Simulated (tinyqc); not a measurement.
Metal-interlayer-semiconductor contact, depinning against tunnelling resistance: one step of the calculation.

Zero bias, n-type semiconductor. Gap states at the semiconductor surface thin out as exp(-be ti), which unpins the barrier; electrons must then cross the interlayer (a rectangular barrier, no voltage drop across it) and the parabolic depleted layer, both by WKB. Energies E are counted from the Fermi level; no image force, parabolic bands.

Question. Pinning, barrier and scales. S = 1/(1 + (1/S0 - 1) exp(-be ti)); phiB = S (phiM - chi) + (1 - S)(Eg - E0); xi = Ec - EF deep inside, from Nd = Nc F(-xi/Vt), F(x) = (2/sqrt(pi)) int_0^infinity sqrt(u) du/(1 + exp(u - x)); band bending U = phiB - xi; E00 = (hbar/2) sqrt(Nd/(eps0 eps_r mt m0)) in volts; A = 4 pi q mA m0 kB^2/h^3.

Values chosen for this exercise; semiconductor values close to those of germanium; interlayer mass of the order of that in strontium titanate, offset chosen freely:
```
symbol,value,unit,meaning
T,250,K,temperature
Eg,0.677,eV,band gap
eps_r,15.7,,relative permittivity
chi,4.06,eV,electron affinity
Nc,7.91e18,cm^-3,conduction-band density of states at T
mt,0.125,m0,tunnelling mass in the semiconductor
mA,1.13,m0,Richardson mass
Nd,1.6e20,cm^-3,donor density
E0,0.089,eV,charge-neutrality level above the valence band
S0,0.052,,pinning factor without interlayer
phiM,4.09,eV,metal work function
ti,1.8,nm,interlayer thickness
be,1.7,1/nm,decay constant of gap states through the interlayer
```

Constants: q = 1.602176634e-19 C, kB = 1.380649e-23 J/K, eps0 = 8.8541878128e-12 F/m, hbar = 1.054571817e-34 J s, h = 6.62607015e-34 J s, m0 = 9.1093837015e-31 kg, Vt = kB T/q. Results are converted to the units shown.

Give: S; phiB; xi; U; E00; A.

Answer.

S = 0.5391
phiB = 0.2872 eV
xi = -0.1913 eV
U = 0.4785 eV
E00 = 0.1676 eV
A = 135.8 A/(cm^2 K^2)

Range of the model: The depletion charge would drop about 0.12 V across such an interlayer (eps_r near 100) at ti = 1.8 nm and Nd = 1.6e20 cm^-3, against a band bending of 0.48 V; this model leaves that drop out.

Program tinyqc, `OMP_NUM_THREADS=1 python tinyqc.py 2270163 2270164 out.jsonl`; Intel Xeon 2.30GHz, shared host, one thread, about 0.04 s.
